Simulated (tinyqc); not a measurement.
Polarisation and half-bias from two TMR values.

Question. A tunnel junction has TMR = TMR0/(1 + (V/Vh)^2), TMR0 = 2 P1 P2/(1 - P1 P2). Find TMR0, Vh and P2.

Values chosen for this exercise:
- P1 = 0.57 (spin polarisation of the reference layer)

TMR at 0.1 and 0.5 V (%): 122.92966  72.617385

Answer. 1/TMR is linear in V^2, and P1 P2 = TMR0/(2 + TMR0).

TMR0 = 127 %
Vh = 0.580 V
P2 = 0.680

Program tinyqc, `OMP_NUM_THREADS=1 python tinyqc.py 2450107 2450108 out.jsonl`; Intel Xeon 2.30GHz, shared host, one thread, about 0.01 s.
